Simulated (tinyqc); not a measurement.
The scattering mechanism: Boltzmann transport in a parabolic band with a power-law relaxation time.

F_j(eta) = (1/Gamma(j + 1)) integral_0^infinity x^j dx/(1 + exp(x - eta)), which tends to exp(eta) for eta << 0.

tau = tau0 x^r with x = E/kT. With K_j = Gamma(j + 1) F_j(eta): <tau> = tau0 (r + 3/2) K_(r+1/2)/((3/2) K_(1/2)); mu = <tau>/(mc m0/e), m0/e = 5.685630e-12 kg/C; Hall factor rH = (3/2) K_(1/2) (2r + 3/2) K_(2r+1/2)/((r + 3/2) K_(r+1/2))^2; Seebeck S = -(kB/e) [(r + 5/2) K_(r+3/2)/((r + 3/2) K_(r+1/2)) - eta]; Lorenz number L = (kB/e)^2 [(r + 7/2) K_(r+5/2)/((r + 3/2) K_(r+1/2)) - ((r + 5/2) K_(r+3/2)/((r + 3/2) K_(r+1/2)))^2]; kB/e in V/K. Valley anisotropy is left out of rH.

Constants: kB = 8.617333262e-05 eV/K.
eta = -0.01229

Same eta for each exponent.

Results:

| r | mechanism | <tau>/tau0 | rH | S (microvolt/K) | L (1e-8 W ohm/K^2) |
|---|---|---|---|---|---|
| -0.5 | acoustic phonons | 0.682 | 1.135 | -205.3 | 1.612 |
| 0.0 | a constant relaxation time | 1.000 | 1.000 | -245.0 | 1.914 |
| 0.5 | polar optical or piezoelectric scattering | 1.616 | 1.084 | -284.2 | 2.230 |
| 1.5 | ionised impurities | 5.310 | 1.751 | -363.0 | 2.904 |

What does the comparison show?

From r = -1/2 to 3/2 |S| grows by 157.7 microvolt/K, against 2 kB/e = 172.3 in the non-degenerate limit: scattering that favours fast electrons raises the mean energy carried. rH is 1 only for constant tau and reaches 1.751 for r = 3/2; L spans 1.612 to 2.904 against the metallic 2.443.

Computed by tinyqc, a small Python program: `OMP_NUM_THREADS=1 python tinyqc.py 1651223 1651224 out.jsonl` (the numbers bound the seed that draws the inputs); one thread of a shared host (Intel(R) Xeon(R) Processor @ 2.30GHz), about 0.02 s for the whole set of steps.
